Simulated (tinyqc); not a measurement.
Worked calculation: donor near an oxide interface in a gate field (two-state model). Values are carried at full precision from step to step, so a last printed digit may differ when a step is redone from the rounded ones.

Interface at z = 0 (hard wall), donor at z = d, field F pulling electrons to the interface: potential e F z; 1 kV/cm = 1e-5 eV/angstrom, c = hbar^2/2m0, q = e^2/(4 pi eps0), Q = (eps - eo)/(eps + eo). Donor state: E_D = e F d - ED - q Q/(4 eps d), the last term joining the images of ion and electron. Interface state: z exp(-b z/2) exp(-rho^2/(2 L^2)) with E_z = c b^2/(4 mz) + 3 e F/b + q Q b/(8 eps), minimised over b; in the plane at z = 3/b the ion (distance D = d - 3/b) and its image (D' = d + 3/b) give E_rho = c/(mt L^2) - (q/eps)(sqrt(pi)/L)[erfcx(D/L) + Q erfcx(D'/L)], erfcx(x) = exp(x^2) erfc(x), minimised over L. E_I = E_z + E_rho.

Constants: hbar^2/2m0 = 3.80998211 eV angstrom^2; e^2/(4 pi eps0) = 14.39964547 eV angstrom.

Values chosen for the exercise (near those of a donor in Si below Si3N4, static dielectric constants; not measured data):
```
symbol  value  unit      meaning
d       150    angstrom  depth of the donor
ED      46.2   meV       bulk binding energy
mz      0.9    m0        mass across the interface
mt      0.191  m0        mass in the plane
eps     11.5             dielectric constant of the semiconductor
eo      7.5              dielectric constant of the oxide
F       40.6   kV/cm     field in the semiconductor
aD      18.6   angstrom  donor radius
v       0.33             valley factor
```

## The interface state across the interface

Solve c b/(2 mz) - 3 e F/b^2 + q Q/(8 eps) = 0; give Q, b, the three terms of E_z and <z> = 3/b.

Q = 0.2105
b = 0.07830 1/angstrom

kinetic, field and image terms (meV): 6.49  15.56  2.58

<z> = 38.3 angstrom

The image pushes the electron away from the oxide; without it <z> would be 36.1 angstrom.

## Binding in the plane

Give D, D', the best L, both terms and E_rho.

D, D' (angstrom): 111.7  188.3

L = 110.1 angstrom

kinetic and Coulomb terms (meV): 1.65  -9.77

E_rho = -8.13 meV

The bottom of the well lies at -12.6 meV, so the level is 36 % of the way up; L/D = 0.99. Above the critical field the ionised donor would thus still hold its electron as a dot at the interface.

## Where the electron sits

The two states couple by t = t0 exp(-D/aD) with t0 = q/(eps aD) (2 aD/L) sqrt(aD b/2) v, v a valley factor; this form is an estimate. With detuning u = E_D - E_I the splitting is sqrt(u^2 + 4 t^2) and the lower state has weight (1 - u/sqrt(u^2 + 4 t^2))/2 on the donor.

Give E_D, E_I, t, the splitting and the donor weight.

E_D, E_I (meV): 14.26  16.50

t = 0.0158 meV
splitting = 2.24 meV
donor weight = 1.000

The electron is on the donor; the contact hyperfine coupling scales with the donor weight. With this t, the tunnelling time pi hbar/(2t) at a crossing would be 65.4 ps (hbar = 6.58212e-16 eV s); here the detuning is 142 t.

## Critical field

Find F at which E_D = E_I; compare the rule e F d = ED. The crossing width is 4t/(e D), with t and D formed anew at that field.

critical field = 42.6 kV/cm
ED/(e d) = 30.8 kV/cm
width = 0.055 kV/cm

The confinement energy E_z = 25.4 meV raises the field needed and the attraction E_rho = -8.1 meV lowers it; the result is 1.38 times the simple rule.

## Checks

- E_z without images against 1.5 x 6^(2/3)/2 (c (e F)^2/mz)^(1/3), meV: both 21.97.
- E_rho from the radial equation in the full Coulomb well against the Gaussian trial function, meV: -8.2 against -8.1.

tinyqc: `OMP_NUM_THREADS=1 python tinyqc.py 1250961 1250962 out.jsonl`; about 0.05 s, one thread, shared Intel(R) Xeon(R) Processor @ 2.30GHz.
